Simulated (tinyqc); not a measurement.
Inside a calculation. Method: RHF in the sto-3g basis, for Li+, spin multiplicity 1. One step of it, computed by the program tinyqc.

Question. Iteration 2: building the Fock matrix. J_ij = sum D_kl (ij|kl), K_ij = sum D_kl (ik|jl); F = H + J - 0.5 K; E = tr D H + tr D J / 2 - 0.25 tr D K + E_nn.

D after iteration 1, order 1Li 1s, 1Li 2s, 1Li 2px, 1Li 2py, 1Li 2pz:
```
[[1.871298, -0.017810, 0.000000, 0.000000, 0.000000],
 [-0.017810, 0.137291, 0.000000, 0.000000, 0.000000],
 [0.000000, 0.000000, 0.000000, 0.000000, 0.000000],
 [0.000000, 0.000000, 0.000000, 0.000000, 0.000000],
 [0.000000, 0.000000, 0.000000, 0.000000, 0.000000]]
```

core Hamiltonian H = T + V (hartree), order 1Li 1s, 1Li 2s, 1Li 2px, 1Li 2py, 1Li 2pz:
```
[[-4.406095, -0.984581, 0.000000, 0.000000, 0.000000],
 [-0.984581, -1.104759, 0.000000, 0.000000, 0.000000],
 [0.000000, 0.000000, -0.877579, 0.000000, 0.000000],
 [0.000000, 0.000000, 0.000000, -0.877579, 0.000000],
 [0.000000, 0.000000, 0.000000, 0.000000, -0.877579]]
```

Two-electron integrals (ij|kl) in chemists' order, unique and non-zero (hartree):
```
(11|11) 1.680395   (21|11) 0.265420   (21|21) 0.049941   (22|11) 0.397727
(22|21) 0.092860   (22|22) 0.290562   (31|31) 0.008981   (32|31) 0.013788
(32|32) 0.064184   (33|11) 0.396640   (33|21) 0.092880   (33|22) 0.290497
(33|33) 0.312946   (41|41) 0.008981   (42|41) 0.013788   (42|42) 0.064184
(43|43) 0.016869   (44|11) 0.396640   (44|21) 0.092880   (44|22) 0.290497
(44|33) 0.279207   (44|44) 0.312946   (51|51) 0.008981   (52|51) 0.013788
(52|52) 0.064184   (53|53) 0.016869   (54|54) 0.016869   (55|11) 0.396640
(55|21) 0.092880   (55|22) 0.290497   (55|33) 0.279207   (55|44) 0.279207
(55|55) 0.312946
```

nuclear repulsion = 0 hartree

Give: Coulomb J; exchange K; Fock matrix F; total energy of this density.

Answer.

Coulomb J (hartree), order 1Li 1s, 1Li 2s, 1Li 2px, 1Li 2py, 1Li 2pz:
```
[[3.1897, 0.5077, 0.0000, 0.0000, 0.0000],
 [0.5077, 0.7808, 0.0000, 0.0000, 0.0000],
 [0.0000, 0.0000, 0.7788, 0.0000, 0.0000],
 [0.0000, 0.0000, 0.0000, 0.7788, 0.0000],
 [0.0000, 0.0000, 0.0000, 0.0000, 0.7788]]
```

exchange K (hartree), order 1Li 1s, 1Li 2s, 1Li 2px, 1Li 2py, 1Li 2pz:
```
[[3.1419, 0.5015, 0.0000, 0.0000, 0.0000],
 [0.5015, 0.1300, 0.0000, 0.0000, 0.0000],
 [0.0000, 0.0000, 0.0251, 0.0000, 0.0000],
 [0.0000, 0.0000, 0.0000, 0.0251, 0.0000],
 [0.0000, 0.0000, 0.0000, 0.0000, 0.0251]]
```

Fock matrix F (hartree), order 1Li 1s, 1Li 2s, 1Li 2px, 1Li 2py, 1Li 2pz:
```
[[-2.7874, -0.7277, 0.0000, 0.0000, 0.0000],
 [-0.7277, -0.3889, 0.0000, 0.0000, 0.0000],
 [0.0000, 0.0000, -0.1113, 0.0000, 0.0000],
 [0.0000, 0.0000, 0.0000, -0.1113, 0.0000],
 [0.0000, 0.0000, 0.0000, 0.0000, -0.1113]]
```

total energy of this density = -6.802614 hartree

This density is a damped mixture and is not idempotent, and it still holds part of the atomic start, so its energy may lie below the converged one.
